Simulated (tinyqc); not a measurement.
Mobility of a non-polar semiconductor in the relaxation-time approximation: one step, computed by the program tinyqc.

Each valley is treated as a sphere of mass m_d for states and rates, with one isotropic relaxation time; the conductivity mass m_c sets the current.

Problem. Rates at a few energies. Parabolic band: E = hbar^2 k^2/(2 m), speed v = hbar k/m, states per spin, volume and energy g(E) = m k/(2 pi^2 hbar^2). Here m = m_d. Masses are multiplied by m_0 and all formulas are in SI units. Phonon occupation N_q = 1/(exp(hbar w/(k_B T)) - 1). Acoustic deformation potential (elastic, equipartition, absorption and emission together): 1/tau = 2 pi k_B T D_A^2 g(E)/(hbar rho v_l^2). Optical or intervalley deformation potential: 1/tau = (pi Z_f D_o^2/(rho w)) [N_q g(E + hbar w) + (N_q + 1) g(E - hbar w)], with g = 0 below the band edge. Each optical term is multiplied by (1 - f(E'))/(1 - f(E)), E' the final energy, for Pauli blocking. Singly charged impurities, momentum relaxation: 1/tau = N_I e^4 m (1 + 2 alpha E) Phi/(8 pi (eps_s eps_0)^2 hbar^3 k^3), with alpha = 0 for a parabolic band. Brooks-Herring: Phi = ln(1 + b) - b/(1 + b), b = 4 k^2 L_s^2.

Inputs (values chosen for the exercise, for a model non-polar semiconductor):
```
quantity,value,unit
static permittivity eps_s,14,-
density rho,4890,kg/m^3
sound velocity v_l,10900,m/s
acoustic deformation potential D_A,12,eV
phonon energy hbar w,47.3,meV
optical or intervalley deformation potential D_o,6.2,1e8 eV/cm
final valleys Z_f,5,-
temperature T,400,K
```

Band: parabolic. Impurity formula: Brooks-Herring. Further scattering: none.

reduced Fermi level eta = -10.04011

density-of-states mass m_d = 0.7295450 m_0

ionised impurity density N_I = 1.703333e+16 1/cm^3

screening length L_s = 65.06279 nm

Constants: k_B = 8.617333262e-05 eV/K; k_B = 1.380649e-23 J/K; e = 1.602176634e-19 C; hbar = 1.054571817e-34 J s; m_0 = 9.1093837015e-31 kg; hbar = 6.582119569e-16 eV s; eps_0 = 8.8541878128e-12 F/m.

Give: Rates (1e12/s) at E = (max(eta, 0) + 0.5, 1, 2, 4) k_B T.

Solution.

Rates (1e12/s) at E = (max(eta, 0) + 0.5, 1, 2, 4) k_B T:
```
E (meV),acoustic,optical,ionised impurity
17.2,3.64,5.04,0.6627
34.5,5.15,5.68,0.2556
68.9,7.28,18.28,0.0979
137.9,10.30,32.10,0.0373
```
